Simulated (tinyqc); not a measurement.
Electron-beam lithography: double-Gaussian proximity function, edge placement and dose correction for parallel lines: one step, computed by the program tinyqc. Command: `OMP_NUM_THREADS=1 python tinyqc.py 3110769 3110770 out.jsonl proximity walk`. One thread of a shared host (Intel(R) Xeon(R) Processor @ 2.30GHz), about 0.01 s of CPU time with the checks.

Lines are infinitely long. Absorbed energy is counted so that the middle of a very large area written at dose 1 receives 1; the resist develops where it exceeds 1/2.

Question. Shot noise and writing time. With dose = d_s D0: electrons per pixel N = dose x pixel area/e; relative noise 1/sqrt(N); time per cm^2 of pattern area = dose x density/current; pixel rate = current/(dose x pixel area).

Inputs (values chosen for the exercise, of the order of those for 50 keV electrons in resist on silicon): beam current = 11 nA; pixel size = 4 nm; pattern density around the test line = 0.14.

dose = 379.3930 microcoulomb/cm^2

Constants: e = 1.602176634e-19 C.

Give: electrons per pixel; shot noise; writing time per cm^2; pixel rate.

Answer.

electrons per pixel = 378.88

shot noise = 5.1375 %

writing time per cm^2 = 1.3413 h

pixel rate = 181.21 MHz
